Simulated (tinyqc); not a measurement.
Inside a calculation. Method: CIS and TDHF on RHF in the 6-31g basis, for H3+, spin multiplicity 1. One step of it, computed by the program tinyqc.

Task: CIS matrix, triplets. A(ia,jb) = (e_a - e_i) d_ij d_ab - (ij|ab).

orbital energies (hartree): MO1 -0.957190, MO2 -0.379354, MO3 -0.034004, MO4 0.562768, MO5 0.659606, MO6 0.862561

Two-electron integrals over orbitals (pq|rs), unique and non-zero (hartree):
```
(11|11) 0.556476    (21|21) 0.120012    (22|11) 0.434187    (22|22) 0.437833
(31|11) 0.084596    (31|22) -0.007339   (31|31) 0.067409    (32|21) -0.088846
(32|32) 0.095407    (33|11) 0.395300    (33|22) 0.366205    (33|31) 0.019653
(33|33) 0.350447    (41|11) 0.076448    (41|22) 0.074903    (41|31) -0.000977
(41|33) 0.044528    (41|41) 0.053844    (42|21) 0.066958    (42|32) -0.043288
(42|42) 0.066407    (43|11) -0.034131   (43|22) -0.043143   (43|31) 0.007510
(43|33) -0.016634   (43|41) -0.014173   (43|43) 0.021825    (44|11) 0.440510
(44|22) 0.410132    (44|31) 0.018375    (44|33) 0.346316    (44|41) 0.067549
(44|43) -0.046247   (44|44) 0.417028    (51|21) -0.059071   (51|32) 0.034840
(51|42) -0.055679   (51|51) 0.047847    (52|11) -0.100532   (52|22) -0.102627
(52|31) 0.004446    (52|33) -0.049167   (52|41) -0.058415   (52|43) 0.033486
(52|44) -0.103490   (52|52) 0.082984    (53|21) 0.005737    (53|32) 0.011865
(53|42) 0.027253    (53|51) -0.021866   (53|53) 0.030192    (54|21) -0.131797
(54|32) 0.104218    (54|42) -0.086075   (54|51) 0.074352    (54|53) -0.011495
(54|54) 0.166251    (55|11) 0.405928    (55|22) 0.418178    (55|31) -0.013068
(55|33) 0.343697    (55|41) 0.080956    (55|43) -0.044973   (55|44) 0.407507
(55|52) -0.111777   (55|55) 0.423812    (61|11) -0.077451   (61|22) 0.012533
(61|31) -0.066893   (61|33) -0.034022   (61|41) -0.009380   (61|43) -0.023822
(61|44) 0.001025    (61|52) -0.016069   (61|55) 0.022727    (61|61) 0.099651
(62|21) 0.052021    (62|32) -0.031529   (62|42) 0.043575    (62|51) -0.037106
(62|53) 0.020343    (62|54) -0.064406   (62|62) 0.035969    (63|11) -0.138594
(63|22) -0.066187   (63|31) -0.051465   (63|33) -0.058972   (63|41) -0.041328
(63|43) 0.008167    (63|44) -0.078451   (63|52) 0.044100    (63|55) -0.059683
(63|61) 0.061495    (63|63) 0.081618    (64|11) -0.025125   (64|22) 0.042029
(64|31) -0.050314   (64|33) 0.003750    (64|41) 0.025918    (64|43) -0.017338
(64|44) 0.022849    (64|52) -0.037350   (64|55) 0.056035    (64|61) 0.055618
(64|63) 0.023661    (64|64) 0.060216    (65|21) -0.078443   (65|32) 0.069478
(65|42) -0.054996   (65|51) 0.046603    (65|53) -0.004084   (65|54) 0.101810
(65|62) -0.037047   (65|65) 0.067856    (66|11) 0.548113    (66|22) 0.401710
(66|31) 0.104478    (66|33) 0.395584    (66|41) 0.083807    (66|43) -0.015008
(66|44) 0.419420    (66|52) -0.085605   (66|55) 0.381265    (66|61) -0.130857
(66|63) -0.162971   (66|64) -0.051449   (66|66) 0.604174
```

Give: CIS matrix A, triplet.

Result:

CIS matrix A, triplet (hartree), lower triangle:
```
       1>2    1>3    1>4    1>5    1>6
1>2  0.144
1>3  0.000  0.528
1>4  0.000  0.034  1.079
1>5  0.101  0.000  0.000  1.211
1>6  0.000  0.139  0.025  0.000  1.272
```
